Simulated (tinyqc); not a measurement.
Band offset from the macroscopic average of a supercell potential: one step. The dipole behind the step.

Constants: e^2/(4 pi eps0) = 14.39964547 eV angstrom.

Inputs chosen for the exercise (out of a larger set: gaps near those of Si and HfO2; not measured data): eps = 5.2 (dielectric constant at the interface).

dV = B - A = -5.20000 eV

Question. A step dV of the mean electron energy from A to B across an interface equals 4 pi (e^2/4 pi eps0) times a dipole per area p (in e angstrom per angstrom^2). For a change of 0.1 eV in dV, give the charge per area moved over 2 angstrom in a medium of dielectric constant eps: sigma = 0.1 eps/(4 pi (e^2/4 pi eps0) 2). 1 angstrom^-2 = 1e16 cm^-2.

Give: |p|; sigma.

Answer.

|p| = 0.02874 e/angstrom
sigma = 1.44e+13 e/cm^2

With about 7e14 atoms per cm^2 in a plane (as on a silicon (100) face), 2.1 % of an electron per atom shifts the line-up by 0.1 eV.

tinyqc: `OMP_NUM_THREADS=1 python tinyqc.py 1850727 1850728 out.jsonl`; about 0.01 s, one thread, shared Intel(R) Xeon(R) Processor @ 2.30GHz.
